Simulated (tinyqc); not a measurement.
Single-photon avalanche diode, trigger probability and counting: two steps of the calculation.

A multiplication layer of width W with the uniform field V/W; alpha = an exp(-bn/E) for electrons, beta = ap exp(-bp/E) for holes (local model, no dead space). a = alpha W, b = beta W. Electrons enter at x = 0, holes at x = W. P0 is the probability that an electron entering at 0 starts a lasting avalanche, PW the same for a hole entering at W.

Parameters, values chosen for the exercise; ionisation coefficients close to those of silicon:
```
symbol,value,unit,meaning
an,7.19e5,1/cm,electron prefactor
bn,1.24,MV/cm,electron field
ap,1.56e6,1/cm,hole prefactor
bp,2.08,MV/cm,hole field
W,2,um,width of the multiplication layer
Vx,5.4,V,excess bias
```

Question 1. Ionisation integrals at and above breakdown. Breakdown: ln(a/b) = a - b with a not equal to b. VB is given; V = VB + Vx.

breakdown voltage VB = 60.143893 V

Find: E at VB; a at VB; b at VB; E at V; a; b.

Answer 1.

E at VB = 0.3007 MV/cm
a at VB = 2.328
b at VB = 0.3092
E at V = 0.3277 MV/cm
a = 3.270
b = 0.5467

At VB, ln(a/b) = 2.019 equals a - b.

Question 2. Trigger probability by substitution. PW = 1 - (1 - P0)^(b/a); P0(new) = PW/(PW + (1 - PW) exp(b - a)).

P0 after iteration 1 = 0.87730209
a = 3.2697040
b = 0.54668163

Wanted: PW; P0 after iteration 2.

Answer 2.

PW = 0.29586
P0 after iteration 2 = 0.86482

tinyqc, about 0.01 s, one thread, Intel Xeon 2.30GHz (shared host): `OMP_NUM_THREADS=1 python tinyqc.py 2630021 2630022 out.jsonl`
